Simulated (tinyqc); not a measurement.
# Changing the polarisation charge sigma/e

Model: charge control and current of a heterostructure field-effect transistor. Computed by tinyqc, a small Python program. Command: `OMP_NUM_THREADS=1 python tinyqc.py 3004386 3004387 out.jsonl hemt sweep`. One thread of a shared host (Intel(R) Xeon(R) Processor @ 2.30GHz), about 0.01 s of CPU time with the checks.

Two subbands in a triangular well; E_F is counted from the conduction band edge of the channel at the interface.

Inputs (values chosen for the exercise, modelled on AlGaN/GaN):
```
quantity,value,unit
channel mass m,0.19,m_0
permittivity eps (barrier and channel),9.61,-
barrier thickness d,8.1,nm
Schottky barrier phi_B,1.3,eV
conduction band offset dE_c,0.28,eV
gate voltage V_G,0.078,V
mobility mu,2100,cm^2/(V s)
saturation velocity v_s,1.3,1e7 cm/s
gate length L,100,nm
source resistance R_S,0,ohm mm
temperature T,300,K
mixing,0.3,-
iteration cap,200,-
```

Charge source: polarisation. Velocity law: smooth.

Constants: e = 1.602176634e-19 C; eps_0 = 8.8541878128e-12 F/m; k_B = 8.617333262e-05 eV/K; hbar = 1.054571817e-34 J s; m_0 = 9.1093837015e-31 kg; k_B = 1.380649e-23 J/K.

Method:
- Threshold V_T = phi_B - dE_c - sigma d/(eps eps_0) (in volts); C_b = eps eps_0/d.
- Charge control: n_s = C_b (V_G - V_T - E_F/e)/e. Well: mean field F = e n_s/(2 eps eps_0), E_i = (hbar^2/2m)^(1/3) [(3 pi e F/2)(i + 3/4)]^(2/3), i = 0, 1; n_s = D k_B T sum_i ln(1 + exp((E_F - E_i)/k_B T)), D = m/(pi hbar^2), which is solved in closed form for E_F.
- Iteration from n_s = C_b (V_G - V_T)/(2e): E_F from n_s, n_out from the charge control, n_new = n_s + mixing (n_out - n_s), kept above n_s/10; stop when |n_out/n_s - 1| < 1e-9.
- C_g = e dn_s/dV_G = 1/(1/C_b + 1/C_q), 1/C_q = d(E_F/e)/d(e n_s) by a central difference of +/- 0.1 % in n_s; added distance dd = eps eps_0/C_q.
- With V = e n_s/C_g and V_c = v_s L/mu: for v = mu F/(1 + mu F/v_s), V_Dsat = V_c (sqrt(1 + 2V/V_c) - 1) and I/W = C_g v_s (V - V_Dsat); g_m = dI/dV; extrinsic g_m/(1 + g_m R_S); f_T = g_m/(2 pi C_g L).

One run for each value:
```
polarisation charge sigma/e (1/cm^2),sheet density n_s (1/cm^2),threshold voltage V_T (V),E_F (meV),saturation current I/W (mA/mm)
7.90e+12,1.303e+12,-0.185,64.2,142
9.90e+12,2.778e+12,-0.490,144.3,362
1.30e+13,5.221e+12,-0.963,244.5,765
1.60e+13,7.659e+12,-1.420,330.1,1189
2.00e+13,1.096e+13,-2.030,436.1,1783
```

Over the rows, sheet density n_s (1/cm^2) rises from 1.30e12 to 1.10e13 (exponent d ln y / d ln x 3.4 between the first rows and 1.6 between the last); threshold voltage V_T (V) falls from -0.185 to -2.03 (exponent d ln y / d ln x 4.3 between the first rows and 1.6 between the last); E_F (meV) rises from 64.2 to 436 (exponent d ln y / d ln x 3.6 between the first rows and 1.2 between the last).  Left out: 4.00e12, 5.00e12, 6.30e12 (the gate voltage is too near the threshold).

Caution (rows 1.60e13, 2.00e13): E_F lies above the conduction band minimum of the barrier, so electrons would spill into the barrier.

Extremes, crossings and ranges named in words are read from the listed rows.
